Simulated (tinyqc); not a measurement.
Inside a calculation. Model: out-diffusion of a doped substrate or buried layer into a growing epitaxial film. Computed by tinyqc, a small Python program that keeps every step. Command: `OMP_NUM_THREADS=1 python tinyqc.py 3023304 3023305 out.jsonl buried walk`. One thread of a shared host (Intel(R) Xeon(R) Processor @ 2.30GHz), about 0.01 s of CPU time with the checks. Intermediate numbers are printed to about 7 digits and carried at full precision; extremes and crossings named in words are read from the listed rows.

x is counted from the original substrate surface into the film, whose surface moves as x = v t. Substrate dopant has one diffusivity; the dopant of the film is taken as uniform.

Inputs (values chosen for the exercise, modelled on arsenic in silicon):
```
quantity                                            value    unit
prefactor D0                                         10.9  cm^2/s
activation energy E                                  3.97      eV
substrate concentration C_s                         2e+19  1/cm^3
film doping C_e                                   6.6e+14  1/cm^3
growth rate v                                         2.7  um/min
film thickness d                                      1.9      um
growth temperature T                                 1075       C
autodoping level at the start, as a share of C_s   0.0007       -
decay length of autodoping                           0.44      um
later thermal budget (Dt)2                        7.1e-12    cm^2
```

Film doping: same type as the substrate.

Constants: k_B = 8.617333262e-05 eV/K.

## Scales

D = D0 exp(-E/(k_B T)); growth time t = d/v; l = 2 sqrt(D t); growth number G = v t/l = d/l; 1 um = 1e-4 cm. Temperatures in kelvin are T(C) + 273.15.

diffusivity D = 1.571838e-14 cm^2/s

growth time t = 0.7037037 min

length l = 0.01629313 um

growth number G = 116.6136

The surface outruns diffusion, so the film acts as an infinite medium.

## Moving boundary against the simple erfc

For a surface that grows from dopant-free material and loses none by evaporation, with u = x/l and s = G - u: C/C_s = (1/2) [erfc(u) + (1 + 4 G (G + s)) exp(4 G s) erfc(G + s) - (4G/sqrt(pi)) exp(-u^2)]; for large G it tends to (1/2) erfc(u). Early in the growth G = sqrt(v x_s/(4 D)) for the thickness x_s reached so far; rows give C at the interface (u = 0) and at the surface (u = G).

The first stage of growth:
```
G     C/C_s at the interface  C at the surface (1/cm^3)  simple erfc there (1/cm^3)     ratio  thickness x_s (nm)
0.10               0.8240326               1.587145e+19                8.875371e+18  1.788258        1.397189e-03
0.25               0.6796730               1.098259e+19                7.236736e+18  1.517616        8.732433e-03
0.50               0.5771858               5.597178e+18                4.795001e+18  1.167294        3.492973e-02
0.75               0.5380755               2.631920e+18                2.888444e+18  0.911189        7.859190e-02
1.00               0.5209014               1.135802e+18                1.572992e+18  0.722065        1.397189e-01
1.50               0.5079422               1.605252e+17                3.389485e+17  0.473598        3.143676e-01
2.00               0.5037327               1.531288e+16                4.677735e+16  0.327357        5.588757e-01
2.50               0.5020203               9.628332e+14                4.069520e+15  0.236596        8.732433e-01
3.00               0.5012072               3.920574e+13                2.209050e+14  0.177478        1.257470e+00
```

At the interface the value falls from 0.824 towards 1/2 as G grows; among these rows it is within 1 % of 1/2 from G = 2 on. At the surface the ratio to the simple erfc goes from 1.788 to 0.177: a fixed wall would double the value, while fresh undoped material dilutes a fast-moving surface. The surface value drops below C_e = 6.6e14 by the row at 1.26 nm; the finished film has G = 117. Caution: rows with a thickness or a length l = x_s/G below about 1 nm are formal for a continuum model.

## Transition width

After growth and the later budget: l2 = 2 sqrt(D t + (Dt)2); C(x) = (C_s/2) erfc(x/l2) + share x C_s exp(-x/decay length) for x > 0 (autodoping taken as unchanged by the later budget). The transition x_t solves C(x) = C_e, where the total doping is twice the intended value. Usable film = d - x_t. Also give x_t for the erfc term alone, after growth and after the later budget.

length l2 = 0.05572671 um

x_t after growth, erfc alone = 0.04597174 um

x_t after the later budget, erfc alone = 0.1572353 um

x_t with autodoping = 1.344012 um

usable film = 0.5559880 um

Autodoping sets the transition. The later budget is 11 times that of the growth. Caution: the substrate doping is comparable to or above the intrinsic density at growth temperature, so the diffusivity may be higher on that side.

## Profile in the film

Positions are 0.05, 0.2, 0.4, 0.6, 0.8, 1, 1.25 and 1.5 of x_t with autodoping (any beyond the film thickness are formal); net doping = C + C_e.

Concentrations (1/cm^3):
```
x/x_t    x (um)     diffusion    autodoping    net doping
0.05   0.067201  8.812094e+17  1.201708e+16  8.938865e+17
0.20   0.268802         < 1e8  7.599958e+15  8.259958e+15
0.40   0.537605         < 1e8  4.125669e+15  4.785669e+15
0.60   0.806407         < 1e8  2.239637e+15  2.899637e+15
0.80   1.075210         < 1e8  1.215796e+15  1.875796e+15
1.00   1.344012         < 1e8  6.600000e+14  1.320000e+15
1.25   1.680015         < 1e8  3.075374e+14  9.675374e+14
1.50   2.016018         < 1e8  1.433019e+14  8.033019e+14
```

Checks made by the program: conservation of dopant by the moving-boundary solution (relative difference below 1e-10).
